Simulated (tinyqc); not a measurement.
# Electron mobility in a silicon inversion layer, empirical terms and Matthiessen rule: effect of the body doping

Inversion layer of sheet density Ns on a uniformly doped body, under a high-permittivity gate with an interlayer. The mobility terms are empirical power laws with prefactors chosen for the exercise; adding their inverses (Matthiessen) is itself an approximation.

ni = sqrt(Nc Nv) exp(-Eg/(2 Vt)), Eg in volts; Ndep = sqrt(2 eps0 eps_r Nb (2 Vt ln(Nb/ni) + Vsb)/q); E = q (Ndep + eta Ns)/(eps0 eps_r), in MV/cm. With t = T/(300 K): muC = Ac (Ns/1e12 cm^-2) t/(Nb/1e17 cm^-3 + Nit/1e11 cm^-2), muP = Ap E^(-1/3) t^(-1.75), muS = As E^(-gs), muR = Ar exp(2 ti/lr)/t; 1/mu is the sum of the inverses.

Values chosen for this exercise; material values close to those of silicon:
- T = 293 K (temperature)
- Eg = 1.13 eV (band gap)
- eps_r = 11.8 (relative permittivity of the semiconductor)
- Nc = 2.68e19 cm^-3 (conduction-band density of states at T)
- Nv = 2.54e19 cm^-3 (valence-band density of states at T)
- Vsb = 0 V (reverse body bias)
- eta = 0.5 (weight of the inversion charge in the effective field)
- Ap = 388 cm^2/(V s) (phonon-limited mobility at 1 MV/cm and 300 K)
- As = 1210 cm^2/(V s) (roughness-limited mobility at 1 MV/cm)
- gs = 2 (exponent of the roughness term)
- Ac = 1600 cm^2/(V s) (Coulomb prefactor)
- Nit = 3.3e11 cm^-2 (charge at the interface)
- Ar = 200 cm^2/(V s) (remote-phonon mobility without interlayer)
- ti = 1.4 nm (interlayer thickness)
- lr = 0.6 nm (decay length of remote phonons)
- Ns = 8.6e12 cm^-2 (inversion density)

Constants: q = 1.602176634e-19 C, kB = 1.380649e-23 J/K, Vt = kB T/q, eps0 = 8.8541878128e-14 F/cm where lengths are in cm. Results are converted to the units shown.

The same in every row: muR (cm^2/(V s)) = 2.178e4.

Results:
```
Nb (cm^-3)	E (MV/cm)	muC (cm^2/(V s))	muP (cm^2/(V s))	muS (cm^2/(V s))	mu (cm^2/(V s))
2e16	0.7280	3840	449.5	2283	336.8
4.4e16	0.7638	3593	442.4	2074	326.1
9.7e16	0.8182	3147	432.3	1808	309.6
2.1e17	0.8983	2489	419.1	1499	285.6
4.7e17	1.025	1680	401.1	1152	249.8
2.3e18	1.502	511.0	353.1	536.1	149.2
5e18	1.926	252.1	325.0	326.1	98.47
```

Estimate the missing row, Nb = 1e18 cm^-3.

Computed row:
```
Nb (cm^-3)	E (MV/cm)	muC (cm^2/(V s))	muP (cm^2/(V s))	muS (cm^2/(V s))	mu (cm^2/(V s))
1e18	1.204	1010	380.2	835.4	205.6
```

With this row back in the table: As Nb goes from 2e16 to 5e18 cm^-3, E rises from 0.728 to 1.93 MV/cm and mu falls from 337 to 98.5 cm^2/(V s). The smallest term is the phonon one in the first row and the Coulomb one in the last. For Nb = 2.3e18 to 5e18 cm^-3 E passes 1.5 MV/cm, beyond the usual range of such laws.

Computed by the program tinyqc: `OMP_NUM_THREADS=1 python tinyqc.py 2510037 2510038 out.jsonl`, one thread of a shared Intel Xeon 2.30GHz, about 0.01 s for the whole run.
